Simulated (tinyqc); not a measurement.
Inside a calculation. Method: geometry optimisation on the RHF/3-21g surface (energies and gradients from PySCF), for H2, spin multiplicity 1. Computed by tinyqc, a small Python program that keeps every step (integrals from PySCF). Settings: charge = 0, multiplicity = 1, basis = 3-21g, optimiser = bfgs, first Hessian = 0.3, largest step = 0.3, iteration cap = 30. Command: `OMP_NUM_THREADS=1 python tinyqc.py 30604 30605 out.jsonl` (the two numbers bound the seeds that draw the settings). One thread of a shared host (Intel(R) Xeon(R) Processor @ 2.60GHz), about 0.2 s of CPU time with the checks.

## Step 1: energy and gradient

positions at the start (bohr):
```
          x        y        z
1H  0.00000  0.00000  0.00000
2H  0.00000  0.00000  1.30391
```

Self-consistent energy and analytic gradient at these positions.

energy = -1.1213257 hartree

gradient (hartree/bohr):
```
            x          y           z
1H  0.0000000  0.0000000   0.0404929
2H  0.0000000  0.0000000  -0.0404929
```

## Step 1: move

Quasi-Newton step p = -H^(-1) g (first H = 0.3 times the unit matrix); steps longer than 0.3 bohr are cut back.

positions after step 1 (bohr):
```
          x        y         z
1H  0.00000  0.00000  -0.13498
2H  0.00000  0.00000   1.43889
```

## Step 2: energy and gradient

As before.

energy = -1.1171309 hartree

gradient (hartree/bohr):
```
            x          y           z
1H  0.0000000  0.0000000  -0.0570042
2H  0.0000000  0.0000000   0.0570042
```

## Step 2: move

inverse Hessian in use (bohr^2/hartree), lower triangle:
```
         1        2        3        4        5        6
1  3.33333
2  0.00000  3.33333
3  0.00000  0.00000  2.35887
4  0.00000  0.00000  0.00000  3.33333
5  0.00000  0.00000  0.00000  0.00000  3.33333
6  0.00000  0.00000  0.97446  0.00000  0.00000  2.35887
```

Quasi-Newton step p = -H^(-1) g (the inverse Hessian comes from BFGS updates; coordinates in the order x, y, z of each atom); steps longer than 0.3 bohr are cut back.

positions after step 2 (bohr):
```
          x        y         z
1H  0.00000  0.00000  -0.05606
2H  0.00000  0.00000   1.35997
```

## Step 3: energy and gradient

As before.

energy = -1.1228090 hartree

gradient (hartree/bohr):
```
            x          y           z
1H  0.0000000  0.0000000  -0.0108350
2H  0.0000000  0.0000000   0.0108350
```

## Step 3: move

inverse Hessian in use (bohr^2/hartree), lower triangle:
```
         1        2        3        4        5        6
1  3.33333
2  0.00000  3.33333
3  0.00000  0.00000  2.52132
4  0.00000  0.00000  0.00000  3.33333
5  0.00000  0.00000  0.00000  0.00000  3.33333
6  0.00000  0.00000  0.81201  0.00000  0.00000  2.52132
```

As before.

positions after step 3 (bohr):
```
          x        y         z
1H  0.00000  0.00000  -0.03754
2H  0.00000  0.00000   1.34145
```

## Convergence

Stop when the largest gradient component is below 3e-5 hartree/bohr. The inverse Hessian follows the BFGS update with s = step, y = change of gradient.

Course of the optimisation:
```
step  E (hartree)  largest gradient (hartree/bohr)
1      -1.1213257                         4.05e-02
2      -1.1171309                         5.70e-02
3      -1.1228090                         1.08e-02
4      -1.1229405                         4.05e-03
5      -1.1229598                         1.84e-04
6      -1.1229598                         2.94e-06
```

Final distances (angstrom):
```
pair   distance
2H-1H   0.73483
```

Converged in 6 steps.
